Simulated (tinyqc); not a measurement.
From results back to parameters: donors on two lattice sites with valley-orbit split states. Two cases, with inputs chosen for the exercise.

Problem. The electron density is given and ND is hidden.

Each donor binds at most one electron, in any of its states. For a site s, W_s = sum over its states of g exp(E/kT), and the ionised share is 1/(1 + W_s exp(eta)), eta = (EF - Ec)/kT; n = Nc F_1/2(eta); neutrality n + NA = ND x (mean ionised share, the two sites in equal numbers); holes are neglected. Nc from N = 2 (m kB T/(4 pi c))^(3/2) with c = hbar^2/2m0, in 1/angstrom^3; times 1e24 for 1/cm^3, m = md. F_j(eta) = (1/Gamma(j + 1)) integral_0^infinity x^j dx/(1 + exp(x - eta)), which tends to exp(eta) for eta << 0.

Constants: hbar^2/2m0 = 3.80998211 eV angstrom^2; kB = 8.617333262e-05 eV/K.

Case 1.

Values chosen (near those of nitrogen in 4H-SiC; not measured data):
- md = 0.837 m0 (density-of-states mass of the conduction band)
- E = (58.4, 51, 126.5, 81.5) meV (binding energies of h ground, h excited, k ground, k excited)
- g = (2, 4, 2, 4) (their degeneracies with spin)
- T = 300 K
- NA = 0 1/cm^3 (compensating acceptors, all ionised)

n = 1.5235e+17 1/cm^3

Case 2.

Values chosen (near those of nitrogen in 4H-SiC; not measured data):
- md = 0.818 m0 (density-of-states mass of the conduction band)
- E = (58.3, 50.4, 127.4, 79.5) meV (binding energies of h ground, h excited, k ground, k excited)
- g = (2, 4, 2, 4) (their degeneracies with spin)
- T = 200 K
- NA = 0 1/cm^3 (compensating acceptors, all ionised)

n = 2.0048e+17 1/cm^3

Find: eta; mean ionised share; ND.

Solution. n/Nc gives eta, eta and W_s give the ionised share, and ND = (n + NA)/share.

Case 1.

eta = -4.835
mean ionised share = 0.491
ND = 3.1e+17 1/cm^3

Case 2.

eta = -3.913
mean ionised share = 0.143
ND = 1.4e+18 1/cm^3

Computed by tinyqc, one run a case: `OMP_NUM_THREADS=1 python tinyqc.py N N+1 out.jsonl` with N = 1651979, 1652035; one thread of a shared Intel(R) Xeon(R) Processor @ 2.30GHz, about 0.01 s a run at most.
